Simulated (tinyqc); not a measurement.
# MOS structure on a p-type body with a doping step, non-linear Poisson equation by Newton steps: two studies

One dimension, insulator interface at x = 0, acceptor density N1 for x < x1 and Na beyond, net doping C = -(acceptor density). psi is counted from the intrinsic level: n = ni exp((psi - Vb)/Vt), p = ni exp(-psi/Vt); deep in the body psi_b = -Vt ln(Na/ni). The gate acts through Cox = eps0 eox/tox and has the potential psi_G = Vg - (phiM - chi - Vt ln(Nc/ni)). Boltzmann statistics, full ionisation, classical densities, no oxide or interface charge.

Values chosen for this exercise; band and dielectric values close to those of silicon:
```
symbol,value,unit,meaning
T,300,K,temperature
Eg,1.12,eV,band gap
eps_r,11.8,,relative permittivity
Nc,2.8e19,cm^-3,conduction-band density of states at T
Nv,2.61e19,cm^-3,valence-band density of states at T
chi,4.01,eV,electron affinity
Na,1.8e16,cm^-3,acceptor density deep in the body
eox,3.9,,relative permittivity of the gate insulator (close to silicon dioxide)
tox,3.6,nm,insulator thickness
phiM,4.5,eV,gate work function
Vb,0.3,V,electron quasi-Fermi potential against the body
x1,190,nm,depth of the doping step
N1,9e16,cm^-3,acceptor density above the step
```

Constants: q = 1.602176634e-19 C, kB = 1.380649e-23 J/K, Vt = kB T/q, eps0 = 8.8541878128e-14 F/cm where lengths are in cm. Results are converted to the units shown.

Each table varies one quantity; the others keep the values above.

## Charge and capacitance against gate voltage

ni = sqrt(Nc Nv) exp(-Eg/(2 Vt)), Eg in volts. The Poisson equation d/dx(eps0 eps_r dpsi/dx) = -q (p - n + C), with eps0 eps_r dpsi/dx = -Cox (psi_G - psi_0) at x = 0, is solved on a mesh of about 600 nodes or more. N_inv is the integral of n less its value deep in the body. C_LF = Cox (1 - dpsi_0/dVg) with all carriers following; C_HF is the same with the electron quasi-Fermi level shifting uniformly so that N_inv stays fixed. The centroid is that of the same excess.

Results:
```
Vg (V),psi_0 - psi_b (V),N_inv (cm^-2),C_LF/Cox,C_HF/Cox,centroid (nm)
0.48,0.762,6.49e4,0.0930,0.0930,1.83
0.61,0.881,5.86e6,0.0872,0.0872,1.69
0.74,0.999,5.46e8,0.0852,0.0824,1.59
0.99,1.17,3.68e11,0.682,0.0770,1.36
1.12,1.20,9.57e11,0.828,0.0766,1.21
1.24,1.22,1.57e12,0.879,0.0766,1.11
1.37,1.23,2.26e12,0.908,0.0765,1.01
1.5,1.25,2.97e12,0.925,0.0765,0.929
1.62,1.25,3.64e12,0.936,0.0765,0.867
```

Estimate the missing row, Vg = 0.86 V.

Computed row:
```
Vg (V),psi_0 - psi_b (V),N_inv (cm^-2),C_LF/Cox,C_HF/Cox,centroid (nm)
0.86,1.11,3.07e10,0.217,0.0787,1.50
```

With this row back in the table: N_inv goes from 64900 to 3.64e12 cm^-2 and passes 2e11 cm^-2 at Vg = 0.943 V. Below threshold it takes 66.0 mV a decade between Vg = 0.61 and 0.74 V, against Vt ln 10 = 59.5 mV. C_LF/Cox is lowest, 0.0852, at Vg = 0.74 V among the rows listed and ends at 0.936, while C_HF/Cox ends at 0.0765. Between the last two rows q dN_inv/dVg is 0.929 Cox. Where the classical centroid is under about 2 nm, confinement would move the charge away from the interface and raise the threshold. Above about 2e12 cm^-2 degeneracy matters too.

## Effect of the acceptor density above the step on threshold, swing and body effect

VT is the Vg at which N_inv = 2e11 cm^-2. m = 1/(dpsi_0/dVg) at N_inv = 1e8 cm^-2; the swing is the Vg between N_inv = 1e8 and 1e9 cm^-2; body coefficient [VT(Vb + 0.05 V) - VT(Vb)]/0.05 V - 1.

Effect of the acceptor density above the step on threshold, swing and body effect:
```
N1 (cm^-3),VT (V),psi_0 - psi_b at VT (V),m - 1,swing (mV/decade),body coefficient
2.2e16,0.824,1.14,0.0458,63.2,0.0503
3.3e16,0.850,1.14,0.0552,63.7,0.0574
4.8e16,0.881,1.15,0.0677,64.5,0.0700
7.1e16,0.918,1.15,0.0824,65.4,0.0847
1e17,0.955,1.16,0.0972,66.2,0.0985
1.5e17,1.01,1.16,0.118,67.4,0.118
2.2e17,1.07,1.17,0.142,68.8,0.139
```

What does the table show?

As N1 goes from 2.2e16 to 2.2e17, VT rises from 0.824 to 1.07 V, the swing rises from 63.2 to 68.8 mV/decade and the body coefficient rises from 0.0503 to 0.139. The swing stays within 1.5 % of m Vt ln 10, and the body coefficient within 0.0044 of m - 1.

tinyqc, about 0.3 s, one thread, Intel Xeon 2.30GHz (shared host): `OMP_NUM_THREADS=1 python tinyqc.py 2080091 2080092 out.jsonl`
